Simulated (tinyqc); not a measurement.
Bandgap voltage reference from two bipolar transistors: output against temperature.

Two transistors of area 1 and N carry the same current I. Is(T) = Is (T/T0)^eta exp[(Vg0 q/kB)(1/T0 - 1/T)], VBE1 = Vt ln(I/Is(T)) + I rb, VBE2 = Vt ln(I/(N Is(T))) + I rb/N. The amplifier forces I R1(T) = VBE1 - VBE2 + Vos, with R(T) = R (1 + tc (T - T0)) for both resistors, and the output is Vref = VBE1 + I R2(T). Base currents and the Early effect are neglected.

Vt = kB T/q; I = (Vt ln N + Vos)/(R1(T) - rb (1 - 1/N)).

Parameters, values chosen for the exercise; values of the order met in silicon bipolar transistors:
- T0 = 323 K (reference temperature)
- Vg0 = 1.202 V (band-gap voltage extrapolated to 0 K)
- eta = 3.9 (temperature exponent of the saturation current)
- Is = 1.8e-18 A (saturation current of the unit transistor at T0)
- N = 10 (area ratio of the second transistor)
- R1 = 5.2 kohm (resistor across which the difference of VBE falls, at T0)
- tc = 0 ppm/K (temperature coefficient of both resistors)
- Vos = 0 mV (offset of the amplifier)
- rb = 0 ohm (series resistance of the unit transistor)
- R2 = 35.46 kohm (output resistor at T0)

Constants: q = 1.602176634e-19 C, kB = 1.380649e-23 J/K. Results are converted to the units shown.

Result of one run:
```
I (uA)  VBE1 (V)  I R2 (V)  Vref (V)  Vref - Vref(T0) (mV)  dVref/dT (uV/K)
9.654     0.9203    0.3423     1.263                 2.944           -10.30
```

Which temperature T gave this result: 253, 298, 323 or 423 K?

T = 253 K.

The whole series:
```
T (K)  I (uA)  VBE1 (V)  I R2 (V)  Vref (V)  Vref - Vref(T0) (mV)  dVref/dT (uV/K)
218     8.318    0.9674    0.2950     1.262                 2.670            26.91
233     8.891    0.9474    0.3153     1.263                 2.947            10.28
253     9.654    0.9203    0.3423     1.263                 2.944           -10.30
273     10.42    0.8928    0.3694     1.262                 2.546           -29.31
298     11.37    0.8580    0.4032     1.261                 1.535           -51.21
323     12.33    0.8226    0.4370     1.260                     0           -71.34
348     13.28    0.7868    0.4709     1.258                -2.019           -89.97
373     14.23    0.7505    0.5047     1.255                -4.488           -107.3
398     15.19    0.7138    0.5385     1.252                -7.375           -123.5
423     16.14    0.6767    0.5724     1.249                -10.66           -138.7
```

VBE1 falls by 1.42 mV/K on average and I R2 rises by 1.35 mV/K. The slope of Vref vanishes at T = 243 K. Between 233 and 398 K Vref spans 10.4 mV, or 49.9 ppm/K by the box method (span over the average over T, over 165 K).

Numbers from tinyqc (`OMP_NUM_THREADS=1 python tinyqc.py 2062175 2062176 out.jsonl`; about 0.02 s on one thread of a shared Intel Xeon 2.30GHz).
